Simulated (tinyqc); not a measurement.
# Scale length and length offset from two DIBL values

Inverse problem. DIBL = exp(-Le/(2 l)) + 2 exp(-Le/l) with Le = L - dL. Find l, dL and the drawn length for a DIBL of 100 mV/V.

DIBL at drawn lengths 65 and 110 nm (mV/V): [108.61451, 16.785596]

Answer. With e = exp(-Le/(2 l)), 2 e^2 + e = DIBL gives e and so Le/l at each length; Le/l is a straight line in L with slope 1/l.

l = 13.00 nm
dL = 2.900 nm
length for 100 mV/V = 66.87 nm

tinyqc, about 0.01 s, one thread, Intel Xeon 2.30GHz (shared host): `OMP_NUM_THREADS=1 python tinyqc.py 2002164 2002165 out.jsonl`
